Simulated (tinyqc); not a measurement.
Ballistic transport through the one-dimensional subbands of a rectangular nanowire or nanosheet channel: one step, computed by the program tinyqc. Command: `OMP_NUM_THREADS=1 python tinyqc.py 3027919 3027920 out.jsonl wire walk`. One thread of a shared host (Intel(R) Xeon(R) Processor @ 2.30GHz), about 0.03 s of CPU time with the checks.

Hard walls, parabolic subbands, transport along x. Energies are counted from the bulk conduction band edge at the top of the barrier, which the gate pulls down by U; the source Fermi level lies at the bulk edge when U = 0.

Task: Conductance, capacitance and scattering. Linear conductance G = (2 e^2/h) sum_i g f(eta_i), g = 2, f = 1/(1 + exp(-eta_i)), with the barrier frozen at the eta_i above; current per perimeter I/(2(a + b)); with scattering, transmission lambda/(lambda + L) and low-bias resistance (1 + L/lambda)/G.

Inputs (values chosen for the exercise, modelled on silicon): height a = 3.1 nm; width b = 5.3 nm; temperature T = 150 K; mean free path for back-scattering lambda = 22 nm; channel length L = 36 nm.

Valleys: silicon [100] wire.

Occupation:
```
subband      eta_i    n_i (1/nm)  I_i (microampere)
1         12.05486  1.018926e+00       7.747546e+00
2          3.72383  3.796644e-01       6.257703e+00
3          2.24765  2.492583e-01       4.341782e+00
4          0.36864  1.119970e-01       1.731819e+00
5         -0.60848  1.295074e-01       8.476518e-01
6         -4.29727  1.971077e-03       2.649940e-02
7         -5.22334  7.851796e-04       1.054042e-02
8        -13.05211  3.137560e-07       4.207804e-06
9        -14.09770  1.102815e-07       1.478993e-06
10       -14.10448  1.095356e-07       1.468989e-06
```

ballistic current I = 20.96355 microampere

Constants: e = 1.602176634e-19 C; h = 6.62607015e-34 J s.

Give: open modes sum g f; ballistic conductance; current per perimeter; transmission; low-bias resistance with scattering.

Result:

open modes sum g f = 7.6864

ballistic conductance = 595.55 microsiemens

current per perimeter = 1247.8 microampere/micrometre

transmission = 0.37931

low-bias resistance with scattering = 4.4268 kiloohm

Even without scattering the wire has h/(2 e^2 M) = 1.68 kiloohm, which sits in the contacts.
